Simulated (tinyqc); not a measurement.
What each parameter does: linear model of a band gap against the share of exact exchange.

E(alpha) = E0 + S alpha. A wider gap screens less, modelled in the Penn form eps(alpha) = 1 + (e0 - 1)(EP/(EP + S alpha))^2 with a scale EP chosen for the exercise. A dielectric-dependent hybrid takes alpha = 1/eps.

Inputs chosen for the exercise (of the order of those of Ge; not measured data): E0 = 0.08 eV (gap of the semi-local functional); S = 4.67 eV (slope dE/d(alpha)); e0 = 17.28 (optical dielectric constant at alpha = 0); EP = 8 eV (energy scale of the screening).

Fixed point alpha = 1/eps(alpha), gap and eps there.

One parameter was then changed.

Results before and after:

| case | alpha | E (eV) | eps |
|---|---|---|---|
| base | 0.0619 | 0.369 | 16.165 |
| changed | 0.0614 | 0.338 | 16.278 |

Which of these changes was made? (a) S = 4.203 eV; (b) e0 = 15.552; (c) EP = 7.2 eV; (d) E0 = 0.088 eV.
Answer: (a) S = 4.203 eV. Of the candidates, run in turn, only this one gives the changed row.

All candidates:

| case | alpha | E (eV) | eps |
|---|---|---|---|
| base | 0.0619 | 0.369 | 16.165 |
| E0 = 0.088 eV | 0.0619 | 0.377 | 16.165 |
| S = 4.203 eV | 0.0614 | 0.338 | 16.278 |
| e0 = 15.552 | 0.0692 | 0.403 | 14.443 |
| EP = 7.2 eV | 0.0623 | 0.371 | 16.039 |

Program tinyqc; command `OMP_NUM_THREADS=1 python tinyqc.py 1880794 1880795 out.jsonl`; about 0.01 s on one thread of a shared Intel(R) Xeon(R) Processor @ 2.30GHz.
